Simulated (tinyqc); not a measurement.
Ewald sum of point charges, bcc lattice in a neutralising background, step by step. Computed by tinyqc, a small Python program that keeps every step. Command: `OMP_NUM_THREADS=1 python tinyqc.py 21999 22000 out.jsonl` (the two numbers bound the seeds that draw the settings). One thread of a shared host (Intel(R) Xeon(R) Processor @ 2.60GHz), about 0.04 s of CPU time with the checks.

## Ewald sum with eta = 0.401 1/bohr

cell vectors (rows) (bohr):
```
          1         2         3
1  9.770000  0.000000  0.000000
2  0.000000  9.770000  0.000000
3  0.000000  0.000000  9.770000
```

Charges:
```
q               f1        f2        f3
2.000000  0.000000  0.000000  0.000000
2.000000  0.500000  0.500000  0.500000
```

Real space: 1/2 sum q_i q_j erfc(eta r)/r over all images with r > 0; reciprocal space: (2 pi/V) sum_(G != 0) exp(-G^2/4 eta^2)/G^2 |S(G)|^2 with S(G) = sum q exp(i G.r); self term -eta/sqrt(pi) sum q^2; background -pi Q^2/(2 V eta^2), Q the total charge.

Real-space shells (first ones):
```
r (bohr)   pairs  sum (hartree)
8.461068      16       0.000006
9.770000      12       7.41e-08
13.816866     24              0
```

Reciprocal shells (first ones that count):
```
G^2 (1/bohr^2)  vectors  sum (hartree)
0.827181             12       0.432195
1.654362              6       0.029861
2.481543             24       0.022007
3.308724             12       0.002281
4.135906             24       0.001008
4.963087              8       0.000077
5.790268             48       0.000110
6.617449              6       3.33e-06
7.444630             36       4.90e-06
8.271811             24       8.13e-07
9.098992             24       2.04e-07
9.926173             24       5.17e-08
```

## The total does not depend on eta

The same sums for other eta.

Totals (hartree per cell):
```
eta           real  reciprocal       self  background        total
0.401000  0.000006    0.487549  -1.809920   -0.167597  -1.48996252
0.546000  2.43e-10    1.064818  -2.464380   -0.090401  -1.48996252
0.715000         0    1.789918  -3.227164   -0.052716  -1.48996252
```

shortest distance = 8.461068 bohr
